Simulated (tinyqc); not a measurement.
Vacuum evaporation: vapour pressure, source flux, thickness distribution, purity and step coverage: one step, computed by the program tinyqc.

Molecular flow, unit sticking of the metal, no re-evaporation. The background gas is taken as water vapour (18.015 g/mol, collision diameter 0.37 nm) at 300 K.

Question. Scattering and purity. Mean free path lambda = k_B T_g/(sqrt2 pi d^2 p); unscattered share exp(-h/lambda); gas arrival p/sqrt(2 pi m_g k_B T_g); impurity ratio = sticking x gas arrival/metal arrival; monolayer time = 1e15 cm^-2/(sticking x gas arrival).

Inputs (values chosen for the exercise, modelled on germanium, with constants for the liquid):
```
quantity                    value  unit
source temperature T         1690     K
source-to-wafer distance h     45    cm
background pressure p       3e-06    Pa
sticking of background gas    0.4     -
```

arrival rate at the centre = 1.192937e+14 1/(cm^2 s)

Constants: k_B = 1.380649e-23 J/K; u = 1.6605390666e-27 kg.

Give: mean free path; unscattered share; gas arrival rate; impurity ratio; monolayer time.

Answer.

mean free path = 2269.9 m

unscattered share = 0.99980

gas arrival rate = 1.0752e+13 1/(cm^2 s)

impurity ratio = 0.036052

monolayer time = 232.52 s
